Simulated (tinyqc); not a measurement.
Inside a calculation. Model: energy and delay of logic against supply voltage.

Computed by the program tinyqc: `OMP_NUM_THREADS=1 python tinyqc.py 2082010 2082011 out.jsonl`, one thread of a shared Intel Xeon 2.30GHz, about 0.01 s for the whole run. Printed values are rounded.

One expression serves below and above threshold: I(Vg) = Ik [ln(1 + exp((Vg - VT + dd V)/(al nf Vt)))]^al, with I_on = I(V) and I_off = I(0). Gate delay td = kd C V/I_on, clock period LD td. Per gate and cycle the switching energy is act C V^2 and the leakage energy I_off V LD td. No short-circuit current, no variation. Minima are sought above 0.09 V; below a few Vt gates no longer switch and the model has no meaning.

Inputs (values chosen for the exercise); values of the order met in logic technologies:
- T = 358 K (temperature)
- VT = 0.29 V (threshold voltage at zero drain bias)
- nf = 1.09 (slope factor)
- dd = 0.09 (barrier lowering per volt of supply)
- Ik = 1.5 uA (specific current of a gate)
- al = 1.82 (exponent of the current law)
- C = 3.6 fF (load capacitance of a gate)
- kd = 0.8 (delay factor)
- LD = 40 (logic depth)
- act = 0.2 (activity factor)
- V = 0.87 V (supply voltage)

Constants: q = 1.602176634e-19 C, kB = 1.380649e-23 J/K, Vt = kB T/q. Results are converted to the units shown.

## Currents, delay and energies

I_on, I_off, td, clock frequency 1/(LD td), both energies and their sum.

I_on = 113.170 uA
I_off = 2.68947 nA
td = 22.1401 ps
clock frequency = 1.12917 GHz
switching energy = 544.968 aJ
leakage energy = 2.07217 aJ
energy = 547.040 aJ

I_on/I_off = 42100; leakage makes up 0.379 % of the energy.

## Starting value

V = 0.26 V.

V at the start = 0.26 V

## Iteration 1: new V

Minimum-energy supply: E(V) is the energy per gate and cycle; with h = 0.001 V, E' = (E(V + h) - E(V - h))/(2 h), E'' = (E(V - h) - 2 E(V) + E(V + h))/h^2, V(new) = V - E'/E''.

E' = 289.661 aJ/V
E'' = 2968.55 aJ/V^2
V after iteration 1 = 0.162423 V

## Iteration 2: new V

As before.

E' = -183.399 aJ/V
E'' = 6669.30 aJ/V^2
V after iteration 2 = 0.189922 V

## Course of the iteration

Stop when the step is below 1e-9 V, or after 40 iterations.

Course of the iteration:
```
iteration  V before the step (V)  step (V)
1                           0.26   -0.0976
2                       0.162423    0.0275
3                       0.189922   1.60e-3
4                       0.191525   1.02e-5
5                       0.191536  4.73e-10
```

Converged in 5 iterations. There leakage makes up 39.8 % of the energy and the clock runs at 4.88 MHz.
